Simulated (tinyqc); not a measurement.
Thin-body film or fin with hard walls, valleys of the Si type: one step. Effective density of states and threshold shift. Three cases, with inputs chosen for the exercise.

Question. Sum the subbands; 1/angstrom^2 = 1e16/cm^2 and 1/angstrom^3 = 1e24/cm^3.

A film of thickness t between hard walls, flat band inside: E_n = c (n pi/t)^2/m_z above the bulk edge, c = hbar^2/2m0. Without degeneracy the sheet density is N2 exp((EF - Ec)/kB T) with N2 = sum_i g m_d/(2 pi c) kB T exp(-E_i/kB T) over n = 1 to 40 of each group; a classical film has t Nc with Nc = 2 g_all (m_dos kB T/(4 pi c))^(3/2), m_dos = (ml mt^2)^(1/3). The threshold shift is dVt = kB T ln(t Nc/N2).

Constants: hbar^2/2m0 = 3.80998211 eV angstrom^2; kB = 8.617333262e-05 eV/K.

Case 1.

Values chosen (near those of Si; the results hold for these values, not for the real material): t = 34 angstrom (body thickness); ml = 0.91 m0 (longitudinal mass); mt = 0.188 m0 (transverse mass); T = 77 K (temperature); g_all = 6 (number of valleys).

Valleys (masses in m0):
```
valleys g  cos^2(theta)       m_z       m_1       m_2       m_d
4              0.500000  0.311621  0.188000  0.549000  0.321266
2              0.000000  0.188000  0.188000  0.910000  0.413618
```

Case 2.

Values chosen (near those of Si; the results hold for these values, not for the real material): t = 32 angstrom (body thickness); ml = 0.909 m0 (longitudinal mass); mt = 0.188 m0 (transverse mass); T = 350 K (temperature); g_all = 6 (number of valleys).

Valleys (masses in m0):
```
valleys g  cos^2(theta)       m_z       m_1       m_2       m_d
4              0.500000  0.311562  0.188000  0.548500  0.321120
2              0.000000  0.188000  0.188000  0.909000  0.413391
```

Case 3.

Values chosen (near those of Si; the results hold for these values, not for the real material): t = 42 angstrom (body thickness); ml = 0.933 m0 (longitudinal mass); mt = 0.194 m0 (transverse mass); T = 300 K (temperature); g_all = 6 (number of valleys).

Valleys (masses in m0):
```
valleys g  cos^2(theta)       m_z       m_1       m_2       m_d
6              0.333333  0.263595  0.194000  0.686667  0.364984
```

Give: terms of N2 by group; Nc; t Nc; dVt.

Answer.

Case 1.

terms of N2 by group (1e12/cm^2): [5.242e-07, 1.086e-11]

Nc = 0.351 x 1e19/cm^3
t Nc = 1.194 x 1e12/cm^2
dVt = 97.1 mV

Confinement leaves 4.4e-05 % of the classical states; the heaviest group holds 100 % of the electrons, against 67 % in the bulk.

Case 2.

terms of N2 by group (1e12/cm^2): [0.3250, 0.01604]

Nc = 3.401 x 1e19/cm^3
t Nc = 10.883 x 1e12/cm^2
dVt = 104.4 mV

Confinement leaves 3.1 % of the classical states; the heaviest group holds 95 % of the electrons, against 67 % in the bulk.

Case 3.

terms of N2 by group (1e12/cm^2): [1.036]

Nc = 2.821 x 1e19/cm^3
t Nc = 11.850 x 1e12/cm^2
dVt = 63.0 mV

Confinement leaves 8.7 % of the classical states.

Computed by tinyqc, one run a case: `OMP_NUM_THREADS=1 python tinyqc.py N N+1 out.jsonl` with N = 1281867, 1282230, 1282677; one thread of a shared Intel(R) Xeon(R) Processor @ 2.30GHz, about 0.01 s a run at most.
